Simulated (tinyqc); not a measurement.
Worked calculation: Jacobi rotations on a symmetric matrix. One step of it, computed by the program tinyqc.

Question. Jacobi rotation 3. Take the largest off-diagonal element A_pq; tan 2 theta = 2 A_pq / (A_qq - A_pp) with |theta| <= pi/4; A' = J^T A J with J_pp = J_qq = cos, J_pq = sin, J_qp = -sin.

A', lower triangle:
```
           1         2         3         4
1   0.014611
2   0.082987  0.315649
3  -0.208142  0.000000  0.863351
4   0.000000  0.009639  0.126317  1.043389
```

Give: p, q, theta; A'.

Answer.

p, q, theta (rad): 1.000  3.000  -0.228

A', lower triangle:
```
        1       2      3      4
1  -0.034
2   0.081   0.316
3   0.000  -0.019  0.912
4   0.029   0.010  0.123  1.043
```
